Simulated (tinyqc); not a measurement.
Energy and delay of logic against supply voltage: one step of the calculation.

One expression serves below and above threshold: I(Vg) = Ik [ln(1 + exp((Vg - VT + dd V)/(al nf Vt)))]^al, with I_on = I(V) and I_off = I(0). Gate delay td = kd C V/I_on, clock period LD td. Per gate and cycle the switching energy is act C V^2 and the leakage energy I_off V LD td. No short-circuit current, no variation. Minima are sought above 0.09 V; below a few Vt gates no longer switch and the model has no meaning.

Problem. New V. Minimum-energy supply: E(V) is the energy per gate and cycle; with h = 0.001 V, E' = (E(V + h) - E(V - h))/(2 h), E'' = (E(V - h) - 2 E(V) + E(V + h))/h^2, V(new) = V - E'/E''.

Values chosen for this exercise; values of the order met in logic technologies: temperature T = 300 K; threshold voltage at zero drain bias VT = 0.27 V; slope factor nf = 1.25; barrier lowering per volt of supply dd = 0.06; specific current of a gate Ik = 1.2 uA; exponent of the current law al = 1.84; load capacitance of a gate C = 2.9 fF; delay factor kd = 0.6; logic depth LD = 30; activity factor act = 0.1.

Constants: q = 1.602176634e-19 C, kB = 1.380649e-23 J/K, Vt = kB T/q. Results are converted to the units shown.

V at the start = 0.23 V

Find: E'; E''; V after iteration 1.

Solution.

E' = 78.893 aJ/V
E'' = 1574.6 aJ/V^2
V after iteration 1 = 0.17990 V

Program tinyqc, `OMP_NUM_THREADS=1 python tinyqc.py 2082062 2082063 out.jsonl`; Intel Xeon 2.30GHz, shared host, one thread, about 0.01 s.
